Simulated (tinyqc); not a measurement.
Frequency dispersion of an accumulation capacitance by border traps, distributed model: two steps of the calculation.

Traps spread evenly through the insulator exchange electrons with the semiconductor by tunnelling, with tau(x) = t0 exp(2 ka x) at depth x from the interface. The admittance per area Y seen at depth x obeys dY/dx = -Y^2/(i w eps0 eox) + q Nb ln(1 + i w tau)/tau, with Y(0) = i w Cs and w = 2 pi f; the gate sees Y(tox) = G + i w C. Working variable y = Y/(i w), in uF/cm^2. Cox = eps0 eox/tox.

Inputs (values chosen for the exercise); permittivity close to that of silicon dioxide: relative permittivity of the insulator eox = 3.76; insulator thickness tox = 8.9 nm; semiconductor capacitance in accumulation Cs = 0.95 uF/cm^2; density of border traps Nb = 4.8e19 cm^-3 eV^-1; decay constant of the wave function in the insulator ka = 5.3 1/nm; time constant of a trap at the interface t0 = 1e-10 s; frequency f = 100 Hz; depth down to which the steps are taken xe = 2 nm.

Constants: q = 1.602176634e-19 C, eps0 = 8.8541878128e-14 F/cm where lengths are in cm. Results are converted to the units shown.

Problem 1. Scales and lumped estimate. Cox; trap-free value 1/(1/Cox + 1/Cs); response depth d = ln(1/(w t0))/(2 ka), where w tau = 1; lumped estimate: all traps within d act as C_bt = q Nb d placed at d/2, so C = 1/{1/[1/(1/Cs + d/(2 eps0 eox)) + C_bt] + (tox - d/2)/(eps0 eox)}.

Wanted: Cox; trap-free C; d; C_bt; lumped C.

Solution 1.

Cox = 0.37406 uF/cm^2
trap-free C = 0.26839 uF/cm^2
d = 1.5644 nm
C_bt = 1.2031 uF/cm^2
lumped C = 0.33973 uF/cm^2

The traps within reach amount to 1.27 Cs and lie in the first 17.6 % of the insulator.

Problem 2. Midpoint steps through the active depth. In terms of y: dy/dx = -y^2/(eps0 eox) + s(x), s = q Nb ln(1 + z)/z, z = i w tau. 9 midpoint steps of h = xe/9: y_half = y + (h/2) y'(x, y), y(new) = y + h y'(x + h/2, y_half).

Give: x; s; y.

Solution 2.

| point | x (nm) | s (uF/(cm^2 nm)) | y (uF/cm^2) |
|---|---|---|---|
| 0 | 0 | 0.76904+0.00000i | 0.9500+0.0000i |
| 1 | 0.22222 | 0.76904+0.00000i | 1.0534+0.0000i |
| 2 | 0.44444 | 0.76904+0.00000i | 1.1433+0.0000i |
| 3 | 0.66667 | 0.76904-0.00003i | 1.2204+0.0000i |
| 4 | 0.88889 | 0.76904-0.00030i | 1.2860+0.0000i |
| 5 | 1.1111 | 0.76903-0.00315i | 1.3413-0.0002i |
| 6 | 1.3333 | 0.76714-0.03308i | 1.3874-0.0024i |
| 7 | 1.5556 | 0.62387-0.25497i | 1.4217-0.0244i |
| 8 | 1.7778 | 0.11753-0.18163i | 1.3585-0.0806i |
| 9 | 2.0000 | 0.01186-0.03508i | 1.2530-0.0831i |

tinyqc, about 0.6 s, one thread, Intel Xeon 2.30GHz (shared host): `OMP_NUM_THREADS=1 python tinyqc.py 2202196 2202197 out.jsonl`
